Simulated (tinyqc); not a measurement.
Born-Oppenheimer dynamics on the RHF/3-21g surface (energies and gradients from PySCF), for H2, spin multiplicity 1, step by step. Computed by tinyqc, a small Python program that keeps every step (integrals from PySCF). Settings: charge = 0, multiplicity = 1, basis = 3-21g, time step (fs) = 0.2, steps = 24. Command: `OMP_NUM_THREADS=1 python tinyqc.py 22412 22413 out.jsonl` (the two numbers bound the seeds that draw the settings). One thread of a shared host (Intel(R) Xeon(R) Processor @ 2.60GHz), about 0.8 s of CPU time with the checks.

positions (bohr):
```
          x        y        z
1H  0.00000  0.00000  0.00000
2H  0.00000  0.00000  1.57414
```

The total energy should stay constant up to terms of order dt^2; the step counts as short enough if it moves by less than 2 % of the largest kinetic energy.

Trajectory:
```
time (fs)  1H-2H (angstrom)  potential (hartree)  kinetic (hartree)  total (hartree)
0.00000             0.83300           -1.1171150          0.0000736       -1.1170414
0.20000             0.83291           -1.1171243          0.0000828       -1.1170415
0.40000             0.83059           -1.1173731          0.0003306       -1.1170425
0.60000             0.82605           -1.1178451          0.0008006       -1.1170445
0.80000             0.81939           -1.1185078          0.0014603       -1.1170476
1.00000             0.81071           -1.1193132          0.0022616       -1.1170516
1.20000             0.80019           -1.1201980          0.0031415       -1.1170565
1.40000             0.78802           -1.1210859          0.0040238       -1.1170622
1.60000             0.77446           -1.1218907          0.0048225       -1.1170682
1.80000             0.75983           -1.1225216          0.0054474       -1.1170742
2.00000             0.74448           -1.1228923          0.0058131       -1.1170792
2.20000             0.72885           -1.1229332          0.0058508       -1.1170824
2.40000             0.71342           -1.1226057          0.0055229       -1.1170827
2.60000             0.69869           -1.1219179          0.0048386       -1.1170793
2.80000             0.68521           -1.1209368          0.0038649       -1.1170719
3.00000             0.67354           -1.1197908          0.0027297       -1.1170611
3.20000             0.66417           -1.1186576          0.0016088       -1.1170488
3.40000             0.65755           -1.1177349          0.0006972       -1.1170378
3.60000             0.65400           -1.1171972          0.0001662       -1.1170310
3.80000             0.65370           -1.1171510          0.0001207       -1.1170304
4.00000             0.65668           -1.1176058          0.0005696       -1.1170362
4.20000             0.66277           -1.1184707          0.0014241       -1.1170466
4.40000             0.67167           -1.1195806          0.0025217       -1.1170589
4.60000             0.68297           -1.1207385          0.0036684       -1.1170701
4.80000             0.69616           -1.1217604          0.0046821       -1.1170783
```

Is the time step short enough?

Yes. The total energy moves within 5.2e-05 hartree, under 2 % of the largest kinetic energy.
